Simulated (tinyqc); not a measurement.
# Changing the barrier height phi_B

Model: specific resistance of a metal-semiconductor contact and its transmission-line measurement. Computed by tinyqc, a small Python program. Command: `OMP_NUM_THREADS=1 python tinyqc.py 3004310 3004311 out.jsonl contact sweep`. One thread of a shared host (Intel(R) Xeon(R) Processor @ 2.30GHz), about 0.01 s of CPU time with the checks.

The barrier is parabolic (depletion approximation), energies E are normal energies counted from the band edge in the neutral semiconductor (downwards for holes), and the bias is zero. xi is an input, held fixed when other inputs move.

Inputs (values chosen for the exercise, modelled on n-type silicon):
```
quantity                                           value          unit
tunnelling mass m                                   0.32           m_0
permittivity eps                                    11.7             -
Richardson constant A*                               114  A/(cm^2 K^2)
doping N                                         9.9e+20        1/cm^3
Fermi level above the band edge in the bulk, xi     0.33            eV
temperature T                                        300             K
```

Image-force lowering: left out.

Constants: hbar = 1.054571817e-34 J s; eps_0 = 8.8541878128e-12 F/m; m_0 = 9.1093837015e-31 kg; k_B = 8.617333262e-05 eV/K; e = 1.602176634e-19 C.

Method:
- E_00 = (e hbar/2) sqrt(N/(eps eps_0 m)); band bending E_b = phi_B + xi; depletion width w = sqrt(2 eps eps_0 E_b/(e^2 N)).
- WKB transmission for E < E_b, with a = E/E_b: D = exp{-(E_b/E_00) [sqrt(1 - a) - a ln((1 + sqrt(1 - a))/sqrt(a))]}; D = 1 above.
- At zero bias 1/rho_c = (e A*/k_B^2) int D(E) f(E) dE, f = 1/(1 + exp((E - xi)/k_B T)); 200 Gauss-Legendre points from 0 to E_b, and k_B T ln(1 + exp((xi - E_b)/k_B T)) for the part above the barrier; the share of tunnelling is the part below.

One run for each value; columns: (1) barrier height phi_B (eV); (2) specific contact resistance rho_c (ohm cm^2); (3) share of tunnelling (%); (4) depletion width (nm):
```
(1)         (2)    (3)    (4)
0.10  3.374e-10   99.7  0.749
0.23  4.663e-10  100.0  0.855
0.35  6.426e-10  100.0  0.942
0.47  8.972e-10  100.0  1.022
0.60  1.301e-09  100.0  1.102
0.72  1.847e-09  100.0  1.171
0.85  2.714e-09  100.0  1.242
0.97  3.889e-09  100.0  1.303
1.10  5.763e-09  100.0  1.367
```

Over the rows, specific contact resistance rho_c (ohm cm^2) rises from 3.37e-10 to 5.76e-9 (exponent d ln y / d ln x 0.39 between the first rows and 3.1 between the last); share of tunnelling (%) rises from 99.7 to 100, flat over part of the range; depletion width (nm) rises from 0.749 to 1.37 (exponent d ln y / d ln x 0.16 between the first rows and 0.38 between the last). Between the last rows rho_c rises one decade per 761 meV, against ln(10) k_B T = 60 meV for pure thermionic emission and ln(10) E_00 coth(E_00/k_B T) = 695 meV with tunnelling.

Caution (all rows): the barrier is thinner than 1.5 nm, about the spacing of dopants, so a smooth parabolic barrier and WKB are rough.
